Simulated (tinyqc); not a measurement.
Binary melting diagram from solution models of liquid and solid: one step, computed by the program tinyqc.

x is the fraction of B. In a phase with interaction L: mu_A = G_A + R T ln(1 - x) + L x^2, mu_B = G_B + R T ln x + L (1 - x)^2. Melting: G(liquid) - G(solid) = H (1 - T/T_m) for each pure component.

Question. Eutectic point by bisection. Liquid against pure solid A: T = (H_A + L_L x^2)/(H_A/T_A - R ln(1 - x)); against pure solid B: T = (H_B + L_L (1 - x)^2)/(H_B/T_B - R ln x). Halve the interval 0.001 to 0.999 for the crossing, 44 times.

Inputs (values chosen for the exercise, for a model alloy): melting point T_A = 1215 K; melting point T_B = 875 K; heat of melting H_A = 9.17 kJ/mol; heat of melting H_B = 8.33 kJ/mol; liquid interaction L_L = -20 kJ/mol.

Diagram: eutectic with pure solids.

Constants: R = 8.314462618 J/(mol K).

Give: Bisection, first 12 steps; eutectic composition x_E; eutectic temperature T_E.

Answer.

Bisection, first 12 steps:
```
step       x  branch A (K)  branch B (K)
1     0.5000         313.3         217.9
2     0.7495        -108.4         593.7
3     0.6248          86.9         410.5
4     0.5624         197.3         314.5
5     0.5312         254.7         266.2
6     0.5156         283.9         242.0
7     0.5234         269.3         254.1
8     0.5273         262.0         260.1
9     0.5292         258.3         263.2
10    0.5283         260.2         261.7
11    0.5278         261.1         260.9
12    0.5280         260.6         261.3
```

eutectic composition x_E = 0.5278

eutectic temperature T_E = 261.0 K

T_E lies 614 K below the lower melting point, and x_E lies on the side of B, the lower-melting component.
